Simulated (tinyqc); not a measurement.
Trap-assisted generation and recombination current of an abrupt junction: one step, computed by the program tinyqc.

Depletion approximation, flat quasi-Fermi levels across the depleted layer, long neutral regions with minority lifetimes tau_n and tau_p, full ionisation and Boltzmann statistics. Voltages in exponents stand for e V.

Question. Field enhancement at the peak field. Both capture times are divided by 1 + Gamma, Gamma = 2 sqrt(3 pi) (F/F_G) exp((F/F_G)^2), F_G = sqrt(24 m_t (k_B T)^3)/(e hbar) (the low-field Hurkx form), F being the local field, linear in x from 0 at the edges to F_m.

Inputs (values chosen for the exercise, with bands and screening modelled on CdTe): temperature T = 300 K; tunnelling mass m_t = 0.27 m_0.

Field enhancement: Hurkx tunnelling factor.

peak field F_m = 67960.19 V/cm

Constants: m_0 = 9.1093837015e-31 kg; k_B = 1.380649e-23 J/K; e = 1.602176634e-19 C; hbar = 1.054571817e-34 J s.

Give: F_G; Gamma at F_m.

Answer.

F_G = 3.833e+05 V/cm

Gamma at F_m = 1.123
